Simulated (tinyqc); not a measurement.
Speed against selectivity over temperature: anisotropic wet etching of Si(100): plane rates, V-grooves, membranes and undercut. Computed by tinyqc, a small Python program. Command: `OMP_NUM_THREADS=1 python tinyqc.py 3014403 3014404 out.jsonl wetetch walk`. One thread of a shared host (Intel(R) Xeon(R) Processor @ 2.30GHz), about 0.01 s of CPU time with the checks.

A long slot opens the mask on a (100) wafer. The floor etches at R100; (111) walls stand at theta = arctan(sqrt2) = 54.7356 degrees to the surface and recede at R111 along their normal.

Inputs (values chosen for the exercise, close to those used for tetramethylammonium hydroxide solutions):

| quantity | value | unit |
|---|---|---|
| prefactor k0 of the (100) rate | 6.7e+08 | um/min |
| activation energy of (100), E | 0.626 | eV |
| ratio (100)/(111) at 80 C | 20 | - |
| extra energy of (111), dE | 0.12 | eV |
| ratio (100)/oxide at 80 C | 3200 | - |
| extra energy of the oxide, dE_ox | 0.21 | eV |
| misalignment of the mask | 1 | degrees |
| wafer thickness d | 675 | um |
| membrane thickness wanted | 9.3 | um |

Constants: k_B = 8.617333262e-05 eV/K.

Method:
- R100 = k0 exp(-E/(k_B T)); a ratio given at 80 C scales as exp[(extra energy/k_B)(1/T - 1/353.15 K)]; R111 and R_ox follow by division.
- Temperatures in kelvin are T(C) + 273.15.
- Each row etches to the depth d - membrane; undercut per side = (R111/sin(theta) + R100 sin(misalignment)) x time.

Etching to a fixed depth:

| T (C) | R100 (um/min) | R100/R111 | time (h) | undercut (um) | oxide consumed (nm) |
|---|---|---|---|---|---|
| 30 | 0.0262 | 38.325 | 422.78 | 32.892 | 66.66 |
| 40 | 0.0564 | 33.096 | 196.69 | 36.253 | 86.16 |
| 50 | 0.1156 | 28.841 | 95.94 | 39.887 | 109.62 |
| 60 | 0.2271 | 25.342 | 48.86 | 43.791 | 137.47 |
| 70 | 0.4287 | 22.435 | 25.88 | 47.958 | 170.14 |
| 80 | 0.7807 | 20.000 | 14.21 | 52.384 | 208.03 |
| 90 | 1.3756 | 17.942 | 8.07 | 57.059 | 251.57 |
| 100 | 2.3512 | 16.190 | 4.72 | 61.978 | 301.13 |

From 30 to 100 C the time falls by a factor 89.6, while the oxide loss grows by 4.52 and the undercut by 1.88: the slower planes and the mask have the higher activation energies, so heat costs selectivity. Misalignment gives 11.6 um of the undercut at any T.
